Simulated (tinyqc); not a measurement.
Binding against well width: donor or exciton in a quantum well (variational effective-mass method). Computed by tinyqc, a small Python program. Command: `OMP_NUM_THREADS=1 python tinyqc.py 3014687 3014688 out.jsonl welldonor walk`. One thread of a shared host (Intel(R) Xeon(R) Processor @ 2.30GHz), about 0.03 s of CPU time with the checks.

H = -nabla^2 - 2/|r - r_i| + V(z) in effective units; trial function psi = f(z) exp(-|r - r_i|/lambda), f the ground state of the well. Mass and screening are the same in well and barrier; l = L/a* is the width in effective units. Bands are flat: no polarisation or applied field.

Inputs (values chosen for the exercise, modelled on CdS):
```
quantity                              value  unit
electron mass m                       0.204   m_0
dielectric constant eps                8.54     -
well width L                            3.9    nm
donor position z_i/L from the centre    0.2     -
```

Centre: donor. Barriers: infinite.

Constants: Ry = 13.605693123 eV; a_0 = 0.529177210903 angstrom; hbar^2/(2 m_0) = 3.80998212 eV angstrom^2.

Method:
- Ry* = Ry m/eps^2, a* = a_0 eps/m; l = L/a*.
- k = pi/l; f = cos(k z) inside and zero outside; subband energy k^2 Ry*.
- Binding E_b(lambda) = -1/lambda^2 + 4 A/(lambda B), with A = int f^2 exp(-2 s/lambda) dz, B = int f^2 exp(-2 s/lambda)(1 + 2 s/lambda) dz and s = |z - z_i|; 40 Gauss-Legendre points on each piece between the walls at z = -l/2 and l/2 and z_i.
- Each row maximises over lambda (golden section, 0.3 to 4).

a* = 2.21528 nm

Ry* = 38.0570 meV

Against width:
```
L (nm)  lambda (a*)  binding (Ry*)  binding (meV)
1.2          0.7767         2.3962         91.192
2.1          0.8835         1.9881         75.662
3.9          1.0020         1.5834         60.259
7.0          1.0644         1.2897         49.083
12.0         1.0483         1.1232         42.746
```

What does the comparison show, and why?

The binding is largest in the narrowest well, 2.396 Ry* at 1.2 nm, on the way to 4. In the widest well it is 1.123 Ry*. In the narrow rows the confinement energy passes real barrier heights: infinite walls and a parabolic band fail, and with real barriers the binding peaks and falls. Caution: so narrow a well has large confinement energy, where non-parabolicity and barrier penetration matter.

Extremes, crossings and ranges named in words are read from the listed rows.
